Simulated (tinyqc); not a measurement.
Ion-assisted plasma etching: sheath, surface coverage, synergy and aspect-ratio dependence: one step, computed by the program tinyqc. Command: `OMP_NUM_THREADS=1 python tinyqc.py 3003481 3003482 out.jsonl etch walk`. One thread of a shared host (Intel(R) Xeon(R) Processor @ 2.30GHz), about 0.04 s of CPU time with the checks.

Radicals adsorb on bare sites; ions remove covered sites with a high yield and bare sites by sputtering; a slow spontaneous reaction acts everywhere, walls included.

Question. Fluxes. Bohm speed u_B = sqrt(e T_e/M_i); ion flux G_i = 0.61 n_e u_B; radical flux G_n = n c/4 with c = sqrt(8 k_B T_g/(pi M_n)).

Inputs (values chosen for the exercise, close to those used for silicon in a halogen plasma):
```
quantity,value,unit
plasma density n_e,1.7e+10,1/cm^3
electron temperature T_e,3.5,eV
ion mass M_i,80,u
radical density n,1.4e+14,1/cm^3
radical mass M_n,80,u
gas temperature T_g,500,K
```

Feature: long trench.

Constants: e = 1.602176634e-19 C; u = 1.6605390666e-27 kg; k_B = 1.380649e-23 J/K.

Give: Bohm speed; ion flux G_i; radical speed c; radical flux G_n; flux ratio G_n/G_i.

Answer.

Bohm speed = 2.0546e+05 cm/s

ion flux G_i = 2.1306e+15 1/(cm^2 s)

radical speed c = 36377 cm/s

radical flux G_n = 1.2732e+18 1/(cm^2 s)

flux ratio G_n/G_i = 597.58
